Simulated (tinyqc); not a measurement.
From results back to parameters: five-level k.p model folded onto the conduction band. Three cases, with inputs chosen for the exercise.

Problem. The levels are known; the mass and the g factor at E = Eg are given. Find Ep and Ep2.

Second-order sums for the lowest conduction level at E: 1/m = 1 + Cm + (Ep/3)(2/E + 1/(E + Dso)) - (Ep2/3)(2/(E7 + D2 - E) + 1/(E7 - E)); g/2 = 1 + Cg - (Ep/3)(1/E - 1/(E + Dso)) - (Ep2/3)(1/(E7 - E) - 1/(E7 + D2 - E)). E is counted from the top of the valence band; E = Eg at the edge.

Case 1.

Values chosen (near those of CdTe; not measured data):
- Eg = 1.539 eV (gap at Gamma to the s-like level)
- Dso = 0.919 eV (spin-orbit splitting)
- E7 = 5.18 eV (upper Gamma7 conduction level, from the valence top)
- D2 = 0.29 eV (its spin-orbit splitting, Gamma8 above Gamma7)
- Cm = -0.9 (remote term in 1/m)
- Cg = -0.02 (remote term in g/2)

m = 0.09754805 m0
g = -1.246819

Case 2.

Values chosen (near those of GaAs; not measured data):
- Eg = 1.563 eV (gap at Gamma to the s-like level)
- Dso = 0.341 eV (spin-orbit splitting)
- E7 = 4.36 eV (upper Gamma7 conduction level, from the valence top)
- D2 = 0.18 eV (its spin-orbit splitting, Gamma8 above Gamma7)
- Cm = -1.3 (remote term in 1/m)
- Cg = 0 (remote term in g/2)

m = 0.06855319 m0
g = -0.058493

Case 3.

Values chosen (near those of GaAs; not measured data):
- Eg = 1.48 eV (gap at Gamma to the s-like level)
- Dso = 0.342 eV (spin-orbit splitting)
- E7 = 4.62 eV (upper Gamma7 conduction level, from the valence top)
- D2 = 0.16 eV (its spin-orbit splitting, Gamma8 above Gamma7)
- Cm = -1 (remote term in 1/m)
- Cg = -0.02 (remote term in g/2)

m = 0.06610309 m0
g = -0.187995

Find: coefficients of (Ep, Ep2); right-hand sides 1/m - 1 - Cm and 1 + Cg - g/2; Ep, Ep2.

Solution. Both sums are linear in Ep and Ep2, so two equations fix them.

Case 1.

coefficients of (Ep, Ep2) (1/eV):
```
         1         2
1  0.56879  -0.26114
2  0.08098   0.00675
```

right-hand sides 1/m - 1 - Cm and 1 + Cg - g/2: 10.1514  1.6034

Ep, Ep2 (eV): 19.50  3.60

Case 2.

coefficients of (Ep, Ep2) (1/eV):
```
         1         2
1  0.60160  -0.34311
2  0.03820   0.00721
```

right-hand sides 1/m - 1 - Cm and 1 + Cg - g/2: 14.8872  1.0292

Ep, Ep2 (eV): 26.40  2.90

Case 3.

coefficients of (Ep, Ep2) (1/eV):
```
         1         2
1  0.63340  -0.30818
2  0.04228   0.00515
```

right-hand sides 1/m - 1 - Cm and 1 + Cg - g/2: 15.1279  1.0740

Ep, Ep2 (eV): 25.10  2.50

Computed by tinyqc, one run a case: `OMP_NUM_THREADS=1 python tinyqc.py N N+1 out.jsonl` with N = 1080822, 1080853, 1080919; one thread of a shared Intel(R) Xeon(R) Processor @ 2.30GHz, about 0.01 s a run at most.
